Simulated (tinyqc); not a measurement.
Worked calculation: Luttinger-Kohn k.p, four valence bands. One step of it, computed by the program tinyqc.

Problem. Levels at k. Diagonalise the Hermitian matrix.

H(k) at k (eV):
```
                      3/2                  1/2                -1/2                -3/2
3/2              0.021872  -0.008620-0.009769i  0.001119-0.010467i            0.000000
1/2   -0.008620+0.009769i             0.019408            0.000000  0.001119-0.010467i
-1/2   0.001119+0.010467i             0.000000            0.019408  0.008620+0.009769i
-3/2             0.000000   0.001119+0.010467i  0.008620-0.009769i            0.021872
```

Give: eigenvalues.

Solution.

eigenvalues (eV): 0.0038  0.0038  0.0374  0.0374
